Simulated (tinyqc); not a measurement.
# From equivalent time, total back to ramp rate

Model: rapid thermal processing of a wafer: radiative balance, ramp and cooling, pattern effects, pyrometer error and spike budget. Computed by tinyqc, a small Python program. Command: `OMP_NUM_THREADS=1 python tinyqc.py 3112211 3112212 out.jsonl rtp inv`. One thread of a shared host (Intel(R) Xeon(R) Processor @ 2.30GHz), about 0.1 s of CPU time with the checks.

The wafer is opaque and uniform through its thickness unless said otherwise; temperatures in formulas are in kelvin (C + 273.15). sigma = 5.670374419e-12 W/(cm^2 K^4).

Inputs (values chosen for the exercise, modelled on a hot silicon wafer):
```
quantity                                              value         unit
wafer thickness d                                       525   micrometre
heat capacity per volume C                              2.2   J/(cm^3 K)
thermal conductivity k                                 0.21     W/(cm K)
emissivity eps of each face                            0.69            -
reflectivity of the chamber walls r                    0.57            -
gas heat-transfer coefficient h, both faces together    5.9  mW/(cm^2 K)
wall temperature T_w                                    300            K
process temperature                                     886            C
starting temperature                                    500            C
activation energy of the process E_a                    2.7           eV
```

Constants: k_B = 8.617333262e-05 eV/K.

Method:
- Effective emissivity between parallel grey plates: eps_eff = 1/(1/eps + 1/(1 - r) - 1). Loss per area q(T) = 2 eps_eff sigma (T^4 - T_w^4) + h (T - T_w).
- Absorbed power during a ramp = q(T) + C d x ramp rate; thermal time constant tau = C d/(dq/dT), dq/dT = 8 eps_eff sigma T^3 + h; natural cooling rate q/(C d); front-to-back difference under one-sided heating at the end of the ramp = (absorbed power) d/(2 k).
- Cooling with the lamps off: C d dT/dt = -q(T), integrated adaptively (relative tolerance 1e-10).
- Spike anneal: linear ramp to the peak, then lamps off. Equivalent time at the peak = int exp(-(E_a/k_B)(1/T - 1/T_peak)) dt; estimate (k_B T^2/E_a)(1/ramp rate + 1/cooling rate). The ramp part uses 4000 trapezoid steps, the cooling part 4000 steps over 4 tau.
- Time within 50 K of the peak from the same curves.

Question. A run gave the result below. Find the ramp rate, known to lie between 23 and 43 K/s.

equivalent time, total = 1.93116 s

Answer.

Each step takes the trial c = (a f_b - b f_a)/(f_b - f_a), f being the result less the target and a, b, c the logarithms of the listed values; c replaces end b, the old b replaces a if the sign of f changed, and otherwise f_a is halved.

Scan of the range:
```
ramp rate (K/s)  equivalent time, total (s)
23.0                                2.15179
25.5                                1.98121
28.3                                1.82594
31.4                                1.68633
34.9                                1.55852
38.7                                1.44593
43.0                                1.34252
```

False position (Illinois rule, in the logarithm of the input) inside the bracket:
```
step    end a    end b    trial  equivalent time, total (s)
1     25.5000  28.3000  26.3709                     1.92938
2     25.5000  26.3709  26.3122                     1.93277
3     26.3709  26.3122  26.3400                     1.93116
4     26.3122  26.3400  26.3400                     1.93116
```

Equivalent time, total falls at every point of a 13-point scan of the range (every second point is shown), so one value fits; it is bracketed by 25.5 and 28.3. Answer: ramp rate = 26.34 K/s.
